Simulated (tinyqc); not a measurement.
Inside a calculation. Method: coupled-perturbed Hartree-Fock on RHF in the 6-311g basis, for H2, spin multiplicity 1. The polarisability along this axis is zero because the basis has no function that the field can mix in; the real value is not. One step of it, computed by the program tinyqc.

Task: Orthogonalisation. S = U s U^T; canonical form X = U s^(-1/2), so that X^T S X = 1. Each column of U has its largest component positive (the first on a tie).

overlap S, lower triangle:
```
          1H 1s     1H 2s     1H 3s     2H 1s     2H 2s     2H 3s
1H 1s  1.000000
1H 2s  0.706377  1.000000
1H 3s  0.373664  0.788963  1.000000
2H 1s  0.077211  0.251647  0.255924  1.000000
2H 2s  0.251647  0.522039  0.577710  0.706377  1.000000
2H 3s  0.255924  0.577710  0.814683  0.373664  0.788963  1.000000
```

Give: eigenvalues of S; X.

Result:

eigenvalues of S: 0.051  0.131  0.286  0.737  1.249  3.546

X:
```
            1       2       3       4       5      6
1H 1s   0.665  -0.934  -0.703   0.638   0.519  0.155
1H 2s  -1.895   1.484   0.776   0.108   0.340  0.239
1H 3s   2.400  -0.856   0.808  -0.510   0.125  0.245
2H 1s  -0.665  -0.934   0.703   0.638  -0.519  0.155
2H 2s   1.895   1.484  -0.776   0.108  -0.340  0.239
2H 3s  -2.400  -0.856  -0.808  -0.510  -0.125  0.245
```
